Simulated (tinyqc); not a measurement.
Inside a calculation. Method: RKS/LDA (PW92) in the 6-31g basis, for H3+, spin multiplicity 1. Computed by tinyqc, a small Python program that keeps every step (integrals from PySCF). Settings: charge = 1, multiplicity = 1, basis = 6-31g, energy threshold = 1e-10, iteration cap = 75, orthogonalisation = symmetric, start = atomic densities, DIIS depth = 3, method = RKS, functional = lda,pw, grid = [10, 86]. Command: `OMP_NUM_THREADS=1 python tinyqc.py 29856 29857 out.jsonl` (the two numbers bound the seeds that draw the settings). One thread of a shared host (Intel(R) Xeon(R) Processor @ 2.60GHz), about 0.3 s of CPU time with the checks. Later iterations appear only in the table of the cycle.

## One-electron integrals

Geometry (angstrom):
```
atom,x,y,z
H,0.000000,0.000000,0.000000
H,0.000000,0.000000,1.132000
H,0.000000,0.291000,-1.094000
```

Basis 6-31g: exponents (1/bohr^2) and contraction coefficients of normalised primitives:
```
element,l (shell),exponent,coefficient
H,s (1),18.731137,0.033495
H,s (1),2.825394,0.234727
H,s (1),0.640122,0.813757
H,s (2),0.161278,1.000000
```

Overlap, kinetic and nuclear-attraction integrals over the contracted functions; the nuclear repulsion is the sum of Za Zb / Rab.

nuclear repulsion = 1.17064505 hartree

overlap S, lower triangle:
```
,1H 1s,1H 2s,2H 1s,2H 2s,3H 1s,3H 2s
1H 1s,1.000000
1H 2s,0.658292,1.000000
2H 1s,0.177830,0.360826,1.000000
2H 2s,0.360826,0.691420,0.658292,1.000000
3H 1s,0.177809,0.360810,0.002108,0.062240,1.000000
3H 2s,0.360810,0.691402,0.062240,0.234270,0.658292,1.000000
```

kinetic energy T (hartree), lower triangle:
```
,1H 1s,1H 2s,2H 1s,2H 2s,3H 1s,3H 2s
1H 1s,1.395678
1H 2s,0.259735,0.241917
2H 1s,-0.021102,0.085017,1.395678
2H 2s,0.085017,0.126118,0.259735,0.241917
3H 1s,-0.021113,0.085009,-0.005871,-0.013934,1.395678
3H 2s,0.085009,0.126111,-0.013934,0.001841,0.259735,0.241917
```

nuclear attraction V (hartree), lower triangle:
```
,1H 1s,1H 2s,2H 1s,2H 2s,3H 1s,3H 2s
1H 1s,-2.587773
1H 2s,-1.354070,-1.495595
2H 1s,-0.377665,-0.682194,-2.356230
2H 2s,-0.731276,-1.003085,-1.203369,-1.303794
3H 1s,-0.377613,-0.682157,-0.004594,-0.118215,-2.356213
3H 2s,-0.731240,-1.003054,-0.118216,-0.350253,-1.203358,-1.303783
```

core Hamiltonian H = T + V (hartree), lower triangle:
```
,1H 1s,1H 2s,2H 1s,2H 2s,3H 1s,3H 2s
1H 1s,-1.192094
1H 2s,-1.094335,-1.253678
2H 1s,-0.398767,-0.597177,-0.960552
2H 2s,-0.646259,-0.876967,-0.943634,-1.061877
3H 1s,-0.398726,-0.597148,-0.010465,-0.132149,-0.960535
3H 2s,-0.646231,-0.876943,-0.132150,-0.348412,-0.943623,-1.061867
```

## Two-electron integrals

Functions are numbered as in S; the eight-fold symmetry (ij|kl) = (ji|kl) = (kl|ij) leaves the list below.

Two-electron integrals (ij|kl) in chemists' order, unique and non-zero (hartree):
```
i,j,k,l,(ij|kl)
1,1,1,1,1.076566
2,1,1,1,0.578470
2,1,2,1,0.329423
2,2,1,1,0.587396
2,2,2,1,0.361304
2,2,2,2,0.453150
3,1,1,1,0.136546
3,1,2,1,0.080600
3,1,2,2,0.093061
3,1,3,1,0.029058
3,2,1,1,0.193313
3,2,2,1,0.121818
3,2,2,2,0.158837
3,2,3,1,0.048731
3,2,3,2,0.097906
3,3,1,1,0.463654
3,3,2,1,0.300284
3,3,2,2,0.413313
3,3,3,1,0.136546
3,3,3,2,0.306328
3,3,3,3,1.076566
4,1,1,1,0.306328
4,1,2,1,0.175834
4,1,2,2,0.195290
4,1,3,1,0.048731
4,1,3,2,0.075969
4,1,3,3,0.193313
4,1,4,1,0.097906
4,2,1,1,0.367683
4,2,2,1,0.228910
4,2,2,2,0.295069
4,2,3,1,0.070656
4,2,3,2,0.131776
4,2,3,3,0.367683
4,2,4,1,0.131776
4,2,4,2,0.216634
4,3,1,1,0.300284
4,3,2,1,0.193078
4,3,2,2,0.264094
4,3,3,1,0.080600
4,3,3,2,0.175834
4,3,3,3,0.578470
4,3,4,1,0.121818
4,3,4,2,0.228910
4,3,4,3,0.329423
4,4,1,1,0.413313
4,4,2,1,0.264094
4,4,2,2,0.362572
4,4,3,1,0.093061
4,4,3,2,0.195290
4,4,3,3,0.587396
4,4,4,1,0.158837
4,4,4,2,0.295069
4,4,4,3,0.361304
4,4,4,4,0.453150
5,1,1,1,0.136528
5,1,2,1,0.080589
5,1,2,2,0.093049
5,1,3,1,0.015075
5,1,3,2,0.023087
5,1,3,3,0.056178
5,1,4,1,0.038748
5,1,4,2,0.050816
5,1,4,3,0.036933
5,1,4,4,0.054848
5,1,5,1,0.029051
5,2,1,1,0.193299
5,2,2,1,0.121810
5,2,2,2,0.158828
5,2,3,1,0.023088
5,2,3,2,0.037683
5,2,3,3,0.093812
5,2,4,1,0.058318
5,2,4,2,0.084401
5,2,4,3,0.061730
5,2,4,4,0.092986
5,2,5,1,0.048722
5,2,5,2,0.097897
5,3,1,1,0.002006
5,3,2,1,0.001125
5,3,2,2,0.001198
5,3,3,1,0.000275
5,3,3,2,0.000405
5,3,3,3,0.000986
5,3,4,1,0.000601
5,3,4,2,0.000759
5,3,4,3,0.000635
5,3,4,4,0.000867
5,3,5,1,0.000275
5,3,5,2,0.000405
5,3,5,3,3.99e-06
5,4,1,1,0.038961
5,4,2,1,0.023931
5,4,2,2,0.029645
5,4,3,1,0.004623
5,4,3,2,0.007357
5,4,3,3,0.018140
5,4,4,1,0.011604
5,4,4,2,0.016189
5,4,4,3,0.011923
5,4,4,4,0.017781
5,4,5,1,0.008827
5,4,5,2,0.016299
5,4,5,3,0.000081
5,4,5,4,0.002845
5,5,1,1,0.463638
5,5,2,1,0.300275
5,5,2,2,0.413304
5,5,3,1,0.056183
5,5,3,2,0.093815
5,5,3,3,0.235720
5,5,4,1,0.141961
5,5,4,2,0.212880
5,5,4,3,0.155170
5,5,4,4,0.235273
5,5,5,1,0.136528
5,5,5,2,0.306314
5,5,5,3,0.000986
5,5,5,4,0.047924
5,5,5,5,1.076566
6,1,1,1,0.306314
6,1,2,1,0.175826
6,1,2,2,0.195282
6,1,3,1,0.038751
6,1,3,2,0.058319
6,1,3,3,0.141958
6,1,4,1,0.090356
6,1,4,2,0.117061
6,1,4,3,0.092396
6,1,4,4,0.131159
6,1,5,1,0.048722
6,1,5,2,0.075961
6,1,5,3,0.000601
6,1,5,4,0.014571
6,1,5,5,0.193299
6,1,6,1,0.097897
6,2,1,1,0.367671
6,2,2,1,0.228903
6,2,2,2,0.295060
6,2,3,1,0.050820
6,2,3,2,0.084403
6,2,3,3,0.212876
6,2,4,1,0.117063
6,2,4,2,0.173914
6,2,4,3,0.138770
6,2,4,4,0.201795
6,2,5,1,0.070646
6,2,5,2,0.131766
6,2,5,3,0.000759
6,2,5,4,0.023277
6,2,5,5,0.367671
6,2,6,1,0.131766
6,2,6,2,0.216622
6,3,1,1,0.038962
6,3,2,1,0.023932
6,3,2,2,0.029645
6,3,3,1,0.008828
6,3,3,2,0.016300
6,3,3,3,0.047924
6,3,4,1,0.014572
6,3,4,2,0.023278
6,3,4,3,0.028110
6,3,4,4,0.032335
6,3,5,1,0.004623
6,3,5,2,0.007357
6,3,5,3,0.000081
6,3,5,4,0.001452
6,3,5,5,0.018140
6,3,6,1,0.011604
6,3,6,2,0.016189
6,3,6,3,0.002845
6,4,1,1,0.136656
6,4,2,1,0.084130
6,4,2,2,0.105722
6,4,3,1,0.021798
6,4,3,2,0.037327
6,4,3,3,0.097307
6,4,4,1,0.045575
6,4,4,2,0.069125
6,4,4,3,0.062149
6,4,4,4,0.085227
6,4,5,1,0.021796
6,4,5,2,0.037326
6,4,5,3,0.000283
6,4,5,4,0.006982
6,4,5,5,0.097307
6,4,6,1,0.045573
6,4,6,2,0.069124
6,4,6,3,0.006982
6,4,6,4,0.024870
6,5,1,1,0.300275
6,5,2,1,0.193073
6,5,2,2,0.264089
6,5,3,1,0.036937
6,5,3,2,0.061732
6,5,3,3,0.155170
6,5,4,1,0.092398
6,5,4,2,0.138772
6,5,4,3,0.102137
6,5,4,4,0.154599
6,5,5,1,0.080589
6,5,5,2,0.175826
6,5,5,3,0.000635
6,5,5,4,0.028110
6,5,5,5,0.578470
6,5,6,1,0.121810
6,5,6,2,0.228903
6,5,6,3,0.011923
6,5,6,4,0.062149
6,5,6,5,0.329423
6,6,1,1,0.413304
6,6,2,1,0.264089
6,6,2,2,0.362567
6,6,3,1,0.054854
6,6,3,2,0.092990
6,6,3,3,0.235273
6,6,4,1,0.131163
6,6,4,2,0.201798
6,6,4,3,0.154599
6,6,4,4,0.231953
6,6,5,1,0.093049
6,6,5,2,0.195282
6,6,5,3,0.000867
6,6,5,4,0.032335
6,6,5,5,0.587396
6,6,6,1,0.158828
6,6,6,2,0.295060
6,6,6,3,0.017781
6,6,6,4,0.085227
6,6,6,5,0.361304
6,6,6,6,0.453150
```

## Orthogonalisation

S = U s U^T; symmetric (Loewdin) form X = U s^(-1/2) U^T, so that X^T S X = 1.

eigenvalues of S: 0.082767  0.274561  0.404501  0.798803  1.489061  2.950306

X, lower triangle:
```
,1H 1s,1H 2s,2H 1s,2H 2s,3H 1s,3H 2s
1H 1s,1.274616
1H 2s,-0.598986,2.321381
2H 1s,-0.008613,0.002979,1.254999
2H 2s,0.067579,-0.835478,-0.495942,1.685641
3H 1s,-0.008603,0.002979,-0.004888,0.038495,1.254999
3H 2s,0.067576,-0.835448,0.038497,0.217576,-0.495943,1.685612
```

## Starting guess

The start is atomic minimal-basis densities projected into this basis (PySCF's MINAO start) and scaled to the electron count of each spin; this density is not idempotent, so its energy is not variational and may lie below the converged one.

D at the start, lower triangle:
```
,1H 1s,1H 2s,2H 1s,2H 2s,3H 1s,3H 2s
1H 1s,0.183966
1H 2s,0.191174,0.198666
2H 1s,-0.004831,-0.005282,0.180577
2H 2s,0.007090,0.007062,0.200546,0.224166
3H 1s,-0.004832,-0.005282,-0.004640,0.004905,0.180577
3H 2s,0.007090,0.007062,0.004905,0.017515,0.200546,0.224166
```

## Iteration 1: exchange-correlation on the grid

Becke grid with 10 radial and 86 angular points per atom, points of zero weight dropped. rho = sum D_ij phi_i phi_j; V_xc,ij = sum w v_xc phi_i phi_j; v_xc is d(rho eps)/d rho.

The 8 grid points with the largest w rho, of 2574 (bohr, atomic units):
```
x,y,z,w,rho,eps_xc,v_xc
0.611065,0.611065,0.611065,0.089249,0.033397,-0.283361,-0.369430
-0.611065,0.611065,0.611065,0.089249,0.033397,-0.283361,-0.369430
-0.611065,0.611065,-0.611065,0.082680,0.035936,-0.289742,-0.377807
0.611065,0.611065,-0.611065,0.082680,0.035936,-0.289742,-0.377807
0.200104,0.734901,0.734901,0.083104,0.035729,-0.289234,-0.377139
-0.200104,0.734901,0.734901,0.083104,0.035729,-0.289234,-0.377139
0.000000,0.981482,-0.396097,0.087478,0.033851,-0.284526,-0.370958
0.734901,0.200104,0.734901,0.082883,0.035566,-0.288831,-0.376611
```

electrons on the grid, sum of w rho = 1.998552

E_xc = sum of w rho eps_xc = -0.53077553 hartree

V_xc (hartree), lower triangle:
```
,1H 1s,1H 2s,2H 1s,2H 2s,3H 1s,3H 2s
1H 1s,-0.439575
1H 2s,-0.247102,-0.274151
2H 1s,-0.070843,-0.131588,-0.428727
2H 2s,-0.134374,-0.186267,-0.235662,-0.247483
3H 1s,-0.070831,-0.131577,-0.000842,-0.022566,-0.428717
3H 2s,-0.134368,-0.186257,-0.022566,-0.064176,-0.235653,-0.247476
```

## Iteration 1: building the Kohn-Sham matrix

J_ij = sum D_kl (ij|kl); F = H + J + V_xc; E = tr D H + tr D J / 2 + E_xc + E_nn.

Coulomb J (hartree), lower triangle:
```
,1H 1s,1H 2s,2H 1s,2H 2s,3H 1s,3H 2s
1H 1s,1.147435
1H 2s,0.696610,0.872894
2H 1s,0.192193,0.350228,1.008775
2H 2s,0.379621,0.585866,0.609904,0.768224
3H 1s,0.192169,0.350210,0.002328,0.062262,1.008766
3H 2s,0.379603,0.585849,0.062263,0.204559,0.609899,0.768219
```

Kohn-Sham matrix F (hartree), lower triangle:
```
,1H 1s,1H 2s,2H 1s,2H 2s,3H 1s,3H 2s
1H 1s,-0.484235
1H 2s,-0.644827,-0.654935
2H 1s,-0.277417,-0.378537,-0.380504
2H 2s,-0.401013,-0.477368,-0.569392,-0.541136
3H 1s,-0.277388,-0.378515,-0.008979,-0.092452,-0.380486
3H 2s,-0.400995,-0.477351,-0.092454,-0.208029,-0.569378,-0.541124
```

total energy of this density = -0.92762777 hartree

This density is the starting one; it is not idempotent, so its energy is not variational and may lie below the converged one.

## Iteration 1: diagonalisation and new density

Diagonalise F' = X^T F X, C = X C', fill 1 alpha and 1 beta electrons from the bottom; D = 2 C_occ C_occ^T. Each column has its largest component positive (the first on a tie).

F' = X^T F X (hartree), lower triangle:
```
,1,2,3,4,5,6
1,-0.098934
2,-0.513625,-0.057036
3,-0.085780,-0.085722,-0.024251
4,-0.048712,-0.144261,-0.470227,-0.102965
5,-0.085759,-0.085722,0.018342,0.036621,-0.024239
6,-0.048717,-0.144253,0.036623,-0.027346,-0.470224,-0.102964
```

orbital energies (hartree): MO1 -0.811296, MO2 -0.566220, MO3 -0.293755, MO4 0.334379, MO5 0.448013, MO6 0.478488

coefficients C:
```
,MO1,MO2,MO3,MO4,MO5,MO6
1H 1s,0.372094,0.000009,0.385281,0.581968,0.000313,-1.169243
1H 2s,0.400013,0.000023,1.276237,-0.426312,-0.000668,2.274439
2H 1s,0.214992,-0.348059,-0.245562,0.776441,0.902774,0.420762
2H 2s,0.093061,-0.483045,-0.913478,-0.604623,-0.993108,-1.187641
3H 1s,0.214962,0.348071,-0.245559,0.776337,-0.903129,0.420201
3H 2s,0.093040,0.483056,-0.913437,-0.604494,0.993911,-1.187000
```

D after iteration 1, lower triangle:
```
,1H 1s,1H 2s,2H 1s,2H 2s,3H 1s,3H 2s
1H 1s,0.276908
1H 2s,0.297685,0.320021
2H 1s,0.159995,0.171999,0.092443
2H 2s,0.069255,0.074451,0.040015,0.017321
3H 1s,0.159972,0.171975,0.092430,0.040009,0.092417
3H 2s,0.069239,0.074434,0.040006,0.017317,0.040000,0.017313
```

## Iteration 2: exchange-correlation on the grid

As before.

The 8 grid points with the largest w rho, of 2574 (bohr, atomic units):
```
x,y,z,w,rho,eps_xc,v_xc
-0.611065,0.611065,0.611065,0.089249,0.057852,-0.334967,-0.437232
0.611065,0.611065,0.611065,0.089249,0.057852,-0.334967,-0.437232
0.000000,0.981482,-0.396097,0.087478,0.058686,-0.336434,-0.439162
-0.200104,0.734901,0.734901,0.083104,0.061672,-0.341572,-0.445919
0.200104,0.734901,0.734901,0.083104,0.061672,-0.341572,-0.445919
0.611065,0.611065,-0.611065,0.082680,0.061894,-0.341946,-0.446411
-0.611065,0.611065,-0.611065,0.082680,0.061894,-0.341946,-0.446411
-0.734901,0.200104,0.734901,0.082883,0.061251,-0.340858,-0.444980
```

electrons on the grid, sum of w rho = 1.998165

E_xc = sum of w rho eps_xc = -0.58319766 hartree

V_xc (hartree), lower triangle:
```
,1H 1s,1H 2s,2H 1s,2H 2s,3H 1s,3H 2s
1H 1s,-0.515883
1H 2s,-0.285128,-0.297041
2H 1s,-0.076515,-0.126059,-0.378240
2H 2s,-0.153437,-0.192394,-0.211716,-0.227768
3H 1s,-0.076500,-0.126041,-0.000982,-0.023087,-0.378203
3H 2s,-0.153428,-0.192380,-0.023088,-0.069317,-0.211694,-0.227749
```

## Iteration 2: building the Kohn-Sham matrix

As before.

Coulomb J (hartree), lower triangle:
```
,1H 1s,1H 2s,2H 1s,2H 2s,3H 1s,3H 2s
1H 1s,1.404598
1H 2s,0.826683,0.973404
2H 1s,0.216271,0.361545,0.974721
2H 2s,0.446249,0.635749,0.603116,0.784657
3H 1s,0.216237,0.361507,0.002793,0.067242,0.974641
3H 2s,0.446224,0.635716,0.067246,0.227513,0.603072,0.784617
```

Kohn-Sham matrix F (hartree), lower triangle:
```
,1H 1s,1H 2s,2H 1s,2H 2s,3H 1s,3H 2s
1H 1s,-0.303379
1H 2s,-0.552780,-0.577316
2H 1s,-0.259010,-0.361691,-0.364071
2H 2s,-0.353447,-0.433613,-0.552234,-0.504988
3H 1s,-0.258989,-0.361683,-0.008653,-0.087993,-0.364097
3H 2s,-0.353435,-0.433607,-0.087993,-0.190217,-0.552245,-0.504999
```

total energy of this density = -1.19418009 hartree

## Iteration 2: DIIS over 2 matrices

error matrix X^T (FDS - SDF) X:
```
,1,2,3,4,5,6
1,0.000000,0.082125,0.064331,0.059181,0.064340,0.059183
2,-0.082125,0.000000,0.021131,0.008457,0.021148,0.008465
3,-0.064331,-0.021131,0.000000,-0.008603,0.000010,-0.008597
4,-0.059181,-0.008457,0.008603,0.000000,0.008614,0.000005
5,-0.064340,-0.021148,-0.000010,-0.008614,0.000000,-0.008608
6,-0.059183,-0.008465,0.008597,-0.000005,0.008608,0.000000
```

B (overlaps of the stored error matrices):
```
,1,2
1,3.6326125e-02,-2.1670235e-02
2,-2.1670235e-02,4.6721814e-02
```

Minimise |sum c_i e_i|^2 with sum c_i = 1: solve [B -1; -1 0][c; lambda] = [0; -1] with B_ij = tr e_i^T e_j, and take F = sum c_i F_i.

DIIS coefficients: 0.541126  0.458874

extrapolated F (hartree), lower triangle:
```
,1H 1s,1H 2s,2H 1s,2H 2s,3H 1s,3H 2s
1H 1s,-0.401244
1H 2s,-0.602589,-0.619318
2H 1s,-0.268971,-0.370807,-0.372963
2H 2s,-0.379186,-0.457290,-0.561519,-0.524549
3H 1s,-0.268945,-0.370791,-0.008830,-0.090406,-0.372965
3H 2s,-0.379171,-0.457278,-0.090407,-0.199856,-0.561516,-0.524547
```

## Iteration 2: diagonalisation and new density

As before.

F' = X^T F X (hartree), lower triangle:
```
,1,2,3,4,5,6
1,-0.011559
2,-0.511074,-0.030225
3,-0.085919,-0.085868,-0.018183
4,-0.042397,-0.141013,-0.470342,-0.092779
5,-0.085898,-0.085870,0.018122,0.035644,-0.018191
6,-0.042401,-0.141007,0.035646,-0.028261,-0.470340,-0.092787
```

orbital energies (hartree): MO1 -0.770010, MO2 -0.556599, MO3 -0.267219, MO4 0.349996, MO5 0.455767, MO6 0.524342

coefficients C:
```
,MO1,MO2,MO3,MO4,MO5,MO6
1H 1s,0.329997,-0.000007,0.365633,0.461891,0.000225,-1.239670
1H 2s,0.371256,-0.000008,1.360478,-0.174507,-0.000427,2.263719
2H 1s,0.231175,-0.350178,-0.232326,0.814184,0.902066,0.340456
2H 2s,0.123926,-0.480698,-0.931212,-0.732930,-0.994432,-1.095030
3H 1s,0.231164,0.350195,-0.232314,0.814186,-0.902196,0.340105
3H 2s,0.123924,0.480730,-0.931150,-0.732922,0.994852,-1.094626
```

D after iteration 2, lower triangle:
```
,1H 1s,1H 2s,2H 1s,2H 2s,3H 1s,3H 2s
1H 1s,0.217796
1H 2s,0.245027,0.275662
2H 1s,0.152574,0.171650,0.106884
2H 2s,0.081791,0.092017,0.057297,0.030716
3H 1s,0.152567,0.171642,0.106879,0.057295,0.106874
3H 2s,0.081789,0.092015,0.057296,0.030715,0.057294,0.030714
```

## Iteration 9 (converged): orbitals

converged F (hartree), lower triangle:
```
,1H 1s,1H 2s,2H 1s,2H 2s,3H 1s,3H 2s
1H 1s,-0.364440
1H 2s,-0.583670,-0.603002
2H 1s,-0.265188,-0.367271,-0.369674
2H 2s,-0.369395,-0.448003,-0.557987,-0.516626
3H 1s,-0.265163,-0.367256,-0.008762,-0.089469,-0.369676
3H 2s,-0.369380,-0.447991,-0.089470,-0.196089,-0.557985,-0.516625
```

As before.

F' = X^T F X (hartree), lower triangle:
```
,1,2,3,4,5,6
1,0.027074
2,-0.509870,-0.017812
3,-0.085977,-0.085826,-0.015489
4,-0.039653,-0.139576,-0.470699,-0.087371
5,-0.085956,-0.085828,0.018008,0.035177,-0.015497
6,-0.039658,-0.139569,0.035179,-0.028658,-0.470698,-0.087379
```

orbital energies (hartree): MO1 -0.752556, MO2 -0.552143, MO3 -0.254778, MO4 0.356605, MO5 0.459924, MO6 0.546472

coefficients C:
```
,MO1,MO2,MO3,MO4,MO5,MO6
1H 1s,0.312060,-0.000006,0.356402,0.420974,0.000186,-1.261383
1H 2s,0.355641,-0.000009,1.396349,-0.091290,-0.000347,2.249222
2H 1s,0.238470,-0.351510,-0.226504,0.824480,0.901564,0.313456
2H 2s,0.138351,-0.479227,-0.937642,-0.773666,-0.995184,-1.059166
3H 1s,0.238459,0.351528,-0.226493,0.824482,-0.901661,0.313167
3H 2s,0.138347,0.479261,-0.937580,-0.773657,0.995518,-1.058830
```

D after iteration 9, lower triangle:
```
,1H 1s,1H 2s,2H 1s,2H 2s,3H 1s,3H 2s
1H 1s,0.194763
1H 2s,0.221962,0.252961
2H 1s,0.148834,0.169620,0.113736
2H 2s,0.086347,0.098406,0.065985,0.038282
3H 1s,0.148827,0.169612,0.113731,0.065982,0.113725
3H 2s,0.086345,0.098404,0.065983,0.038281,0.065980,0.038280
```

## Convergence

Stop when the energy changes by less than 1e-10 hartree and every element of the error matrix X^T (F D S - S D F) X is below 3e-06.

Course of the cycle:
```
iteration,E (hartree),change,largest element of the error matrix
1,-0.92762777,-,7.71e-02
2,-1.19418009,-2.67e-01,8.21e-02
3,-1.20429971,-1.01e-02,2.28e-02
4,-1.20533903,-1.04e-03,2.31e-04
5,-1.20533916,-1.38e-07,2.76e-05
6,-1.20533916,2.22e-09,2.90e-05
7,-1.20533916,-3.48e-09,7.29e-06
8,-1.20533916,-2.14e-10,5.81e-07
9,-1.20533916,-6.98e-13,8.23e-09
```

PySCF RKS in the same basis, fine grid = -1.20591519 hartree

Converged in 9 iterations. The coarse grid moves the energy by +5.76e-04 hartree.

## Populations, bond orders and dipole

Mulliken: Z minus the diagonal of D S on the atom; Loewdin: the same with S^(1/2) D S^(1/2); Mayer order: 2 sum_s sum (D(s) S)_ij (D(s) S)_ji over the two atoms.

Charges (e):
```
atom,Mulliken,Loewdin
1H,-0.113673,-0.012830
2H,0.556819,0.506396
3H,0.556854,0.506434
```

Mayer bond orders:
```
pair,order
2-1,0.493558
3-1,0.493520
3-2,0.196394
```

dipole moment about the origin, x y z (debye): 0.000000  0.751969  0.097995
